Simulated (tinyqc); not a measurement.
Gupta-type many-body potential for a metal: one step, computed by the program tinyqc.

E_i = sum_j A exp(-p (r_ij/r0 - 1)) - xi rho_i^gamma, with rho_i = sum_j exp(-2 q (r_ij/r0 - 1)); gamma = 1/2 is the tight-binding second-moment form. The crystal is fcc unless stated; d is the neighbour distance and a fixed number of shells is kept.

Task: The (110) surface. fcc shells: d sqrt(k), k = 1..5, with 12, 6, 24, 12, 24 atoms; Omega = d^3/sqrt2. Cut the crystal without relaxation; an atom in layer l keeps the neighbours that lie below the surface plane. Excess = E_i + E_c. Surface energy = sum of excesses over the layers, divided by the area per surface atom: (sqrt3/2) d^2 for (111), d^2 for (100), sqrt2 d^2 for (110).

Inputs (values chosen for the exercise, for a model metal):

| quantity | value | unit |
|---|---|---|
| repulsion A | 0.0974 | eV |
| hopping xi | 0.606 | eV |
| decay p | 9.36 | - |
| decay q | 3.65 | - |
| reference distance r0 | 3.501 | angstrom |
| shells kept | 5 | - |
| embedding exponent gamma | 0.6 | - |

Surface: (110).

neighbour distance d = 3.433941 angstrom

cohesive energy E_c = 1.574716 eV

Constants: 1 eV/angstrom^2 = 16.02176634 J/m^2.

Give: Layers; excess per surface atom; surface energy.

Result:

Layers:

| layer | nearest neighbours | repulsion (eV) | rho | excess (eV) |
|---|---|---|---|---|
| 1 | 7 | 0.83 | 8.4 | 2.33e-01 |
| 2 | 11 | 1.29 | 13.0 | 4.49e-02 |
| 3 | 12 | 1.42 | 14.3 | 2.71e-03 |
| 4 | 12 | 1.42 | 14.3 | 1.39e-04 |

excess per surface atom = 0.281 eV

surface energy = 0.270 J/m^2
